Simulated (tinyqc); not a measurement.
The window in starting coverage: bottom-up copper filling of a trench by curvature-enhanced accelerator coverage. Computed by tinyqc, a small Python program. Command: `OMP_NUM_THREADS=1 python tinyqc.py 3004637 3004638 out.jsonl superfill walk`. One thread of a shared host (Intel(R) Xeon(R) Processor @ 2.30GHz), about 0.04 s of CPU time with the checks.

A rectangular trench keeps vertical walls and a flat floor. An accelerator floats on the surface; where area is lost in the corners it is passed on to the floor.

Inputs (values chosen for the exercise, close to those used for damascene copper plating):
```
quantity                                           value     unit
trench width w                                        83       nm
aspect ratio h/w                                     1.8        -
exchange current of the suppressed surface i_0     0.016  mA/cm^2
exchange current of the accelerated surface i_1      2.7  mA/cm^2
transfer coefficient alpha                          0.49        -
overpotential eta                                   0.13        V
adsorption rate k_a                                    0      1/s
cupric ion concentration C                          0.63    mol/l
diffusivity D                                    5.7e-06   cm^2/s
boundary layer delta                                  57       um
temperature T                                        298        K
```

Constants: e = 1.602176634e-19 C; N_A = 6.02214076e+23 1/mol; k_B = 8.617333262e-05 eV/K.

Method. Kinetic current i_k = [i_0 (1 - theta) + i_1 theta] exp(alpha eta/(k_B T)), limit i_L = 2 F D C/delta, i = 1/(1/i_k + 1/i_L); velocity v = i Omega/(2F), Omega = 7.11 cm^3/mol, F = e N_A. Depletion inside the trench is ignored. Half width x, floor height y, depth h = aspect ratio x w. dx/dt = -v_s, dy/dt = v_b. d theta_b/dt = k_a (1 - theta_b) + [theta_s v_b + theta_b v_s]/x: the floor takes the accelerator of the wall it covers and keeps its own as it narrows. d theta_s/dt = k_a (1 - theta_s). theta_b is capped at 1. Integrate (tolerance 1e-9) until the walls meet (x = 0.02 w/2) or the floor passes the original mouth y = h. Start: x = w/2, y = 0, theta_b = theta_s = theta_0. Height filled = y/h, opening left = x/(w/2).

Outcome:
```
theta_0  v(1)/v(theta_0)  height filled  opening left  time (s)
0.001             114.41         0.5657       0.02000    495.37
0.003              88.93         1.0000       0.03203    380.29
0.010              50.02         1.0000       0.11405    195.78
0.020              30.83         1.0000       0.14911    115.91
0.050              14.42         1.0000       0.16135     53.41
0.100               7.71         1.0000       0.08722     31.10
0.200               4.07         0.7885       0.02000     17.62
0.400               2.17         0.5185       0.02000      9.39
0.800               1.20         0.3226       0.02000      5.18
```

The fill succeeds for theta_0 from 0.003 to 0.1 among these rows, with the widest margin at 0.05. Too little accelerator takes too long to concentrate. Too much speeds the walls as well and removes the contrast.
